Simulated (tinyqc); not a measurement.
Mass from the capacitance plateau.

Question. Once one two-dimensional band is degenerate, Cq = q gv md m0 q/(pi hbar^2) and 1/C_G = 1/Cox + 1/Cq (no traps). Find Cq, md and the oxide-equivalent thickness 3.9 eps0/Cq that it adds.

Parameters, values chosen for the exercise: valley degeneracy gv = 2.

Constants: q = 1.602176634e-19 C, hbar = 1.054571817e-34 J s, m0 = 9.1093837015e-31 kg, eps0 = 8.8541878128e-14 F/cm where lengths are in cm. Results are converted to the units shown.

C_G on the plateau = 1.3695461 uF/cm^2
Cox = 1.3976968 uF/cm^2

Solution. Removing Cox from the series leaves Cq, which is proportional to gv md.

Cq = 68.0 uF/cm^2
md = 0.508 m0
added thickness = 0.0508 nm

Numbers from tinyqc (`OMP_NUM_THREADS=1 python tinyqc.py 2200024 2200025 out.jsonl`; about 0.01 s on one thread of a shared Intel Xeon 2.30GHz).
